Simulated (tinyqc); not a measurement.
One level coupled to a phonon between two leads, self-consistent Born approximation: one step of the calculation.

Wide-band leads with mu_L = +V/2 and mu_R = -V/2; phonons in equilibrium, Nq = 1/(exp(w0/kB T) - 1). Scattering links only energies that differ by w0, so a ladder E_k = E1 + k w0 closes on itself; terms that reach past its ends are dropped. Gn and Gp are the electron and hole parts of the spectral function A = Gn + Gp.

Task. The ladder and the first Green functions. |G|^2 = 1/[(E - ed)^2 + (GL + GR + Sin + Sout)^2/4], Gn = |G|^2 (GL fL + GR fR + Sin), Gp = |G|^2 (GL (1 - fL) + GR (1 - fR) + Sout), f = 1/(1 + exp((E - mu)/kB T)). On a single ladder the real part of the phonon self-energy, which needs all energies, is left out. At the start Sin = Sout = 0.

Values chosen for this exercise: temperature of leads and phonons T = 150 K; phonon energy w0 = 180 meV; level ed = 223 meV; coupling to the left lead GL = 26 meV; coupling to the right lead GR = 130 meV; bias V = 590 mV; rungs of the ladder shown nr = 6; lowest rung E1 = -337 meV.

Constants: q = 1.602176634e-19 C, kB = 1.380649e-23 J/K, Vt = kB T/q. Results are converted to the units shown.

Wanted: E; fL; fR; Gn; Gp; Nq.

Result.

```
rung  E (meV)         fL         fR  Gn (1/meV)  Gp (1/meV)
0        -337      1.000     0.9626    4.728e-4    1.519e-5
1        -157      1.000   2.309e-5    1.728e-4    8.639e-4
2          23      1.000  2.069e-11    5.642e-4    0.002821
3         203     0.9992  1.853e-17    0.004007     0.02005
4         383   0.001104  1.660e-23    9.057e-7    0.004923
5         563  9.899e-10  1.488e-29   2.115e-13    0.001282
```

Nq = 8.959e-7

Range of the model: The self-consistent Born approximation keeps only non-crossing phonon lines and no Hartree shift; it is rough once the coupling nears the phonon energy.

Program tinyqc, `OMP_NUM_THREADS=1 python tinyqc.py 2720101 2720102 out.jsonl`; Intel Xeon 2.30GHz, shared host, one thread, about 0.3 s.
